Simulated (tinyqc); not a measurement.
# Capacitance measurement on a leaky thin oxide: effects of series resistance and leakage: what changes with what

The device is a capacitance C in parallel with a leakage conductance G, in series with Rs and Ls. An impedance meter reports either a parallel pair (Cp, Gp) from Y = 1/Z = Gp + i w Cp or a series pair (Cs, Rm) from Z = Rm + 1/(i w Cs); w = 2 pi f, dissipation D = Gp/(w |Cp|).

Inputs (values chosen for the exercise); values of the order met in thin-oxide MOS capacitors:

| symbol | value | unit | meaning |
|---|---|---|---|
| eox | 3.9 |  | relative permittivity of the gate insulator (close to silicon dioxide) |
| tox | 2.3 | nm | insulator thickness |
| A | 10000 | um^2 | gate area |
| zc | 0.53 | nm | oxide-equivalent thickness added by the accumulation layer |
| zp | 0 | nm | oxide-equivalent thickness added by gate depletion |
| Jg | 0.85 | A/cm^2 | gate leakage current density, not matched to the thickness |
| Vs | 0.37 | V | voltage for an e-fold rise of the leakage |
| Rs | 190 | ohm | series resistance |
| Ls | 70 | nH | series inductance |
| f | 1e6 | Hz | measuring frequency |

Constants: eps0 = 8.8541878128e-14 F/cm where lengths are in cm. Results are converted to the units shown.

Each table varies one quantity; the others keep the values above.

## Readings against frequency

EOT = 3.9 tox/eox; CET = EOT + zc + zp; C = 3.9 eps0 A/CET; G = Jg A/Vs. Z = Rs + i w Ls + 1/(G + i w C); CET read from Cp = 3.9 eps0 A/Cp; errors under 0.001 % are printed as 0.

The same in every row: C (pF) = 122.0.

Readings against frequency:
```
f (Hz)  Cp (pF)  Cs (pF)       D  error of Cp (%)  error of Cs (%)  CET read from Cp (nm)
1000      112.0  1.096e7   312.7            -8.19           8.98e6                  3.083
3000      112.0  1.217e6   104.2            -8.19           9.98e5                  3.083
10000     112.0  1.097e5   31.28            -8.19           8.98e4                  3.083
30000     112.0  1.230e4   10.43            -8.19             9980                  3.083
1e5       112.0     1218   3.142            -8.21              898                  3.083
3e5       111.8    243.8   1.086            -8.35             99.8                  3.088
1e6       109.9    133.0  0.4586            -9.92             9.02                  3.142
3e6       95.47    123.6  0.5429            -21.8             1.31                  3.617
1e7       37.49    126.4   1.540            -69.3             3.59                  9.211
3e7       4.320    175.2   6.289            -96.5             43.6                  79.93
```

What does the comparison show?

D goes from 313 through a minimum of 0.459 (at f = 1e6 Hz among the rows listed) to 6.29; without inductance its minimum lies at f = sqrt(G (1 + G Rs)/Rs)/(2 pi C) = 1.47e6 Hz. The error of Cp goes from -8.19 to -96.5 % and that of Cs from 8.98e6 to 43.6 %; at low frequency Cp tends to C/(1 + G Rs)^2 and Cs grows as 1 + (G/(w C))^2. One of the two readings is within 2 % of C for f = 3e6 Hz. At the highest frequencies Ls raises both readings, by about w^2 Ls C in relative terms. For f = 1000, 3000, 10000, 30000, 1e5, 3e5, 1e7, 3e7 D exceeds 1, where the accuracy of real meters degrades in proportion to sqrt(1 + D^2).

## Effect of the gate area

Same model as above.

Rs is held fixed.

Effect of the gate area:
```
A (um^2)  C (pF)  Cp (pF)  Cs (pF)       D  error of Cp (%)  error of Cs (%)  CET read from Cp (nm)
20        0.2440   0.2440   0.2659  0.3000          -0.0174             8.98                  2.830
70        0.8541   0.8536   0.9308  0.3008          -0.0610             8.98                  2.832
200        2.440    2.436    2.660  0.3028           -0.175             8.98                  2.835
600        7.321    7.283    7.979  0.3092           -0.527             8.98                  2.845
2000       24.40    23.96    26.60  0.3314            -1.80             8.99                  2.882
5000       61.01    58.14    66.50  0.3791            -4.70             9.00                  2.969
10000      122.0    109.9    133.0  0.4586            -9.92             9.02                  3.142
40000      488.1    283.9    532.7  0.9360            -41.8             9.14                  4.865
```

What does the table show?

As A goes from 20 to 40000, the error of Cp goes from -0.0174 to -41.8 %, that of Cs from 8.98 to 9.14 %, and D rises from 0.300 to 0.936. The CET read from Cp goes from 2.83 to 4.86 nm against the true 2.83 nm. G/(w C) does not depend on the area, while G Rs and w C Rs and w^2 Ls C grow with it.

Program tinyqc, `OMP_NUM_THREADS=1 python tinyqc.py 2022073 2022074 out.jsonl`; Intel Xeon 2.30GHz, shared host, one thread, about 0.01 s.
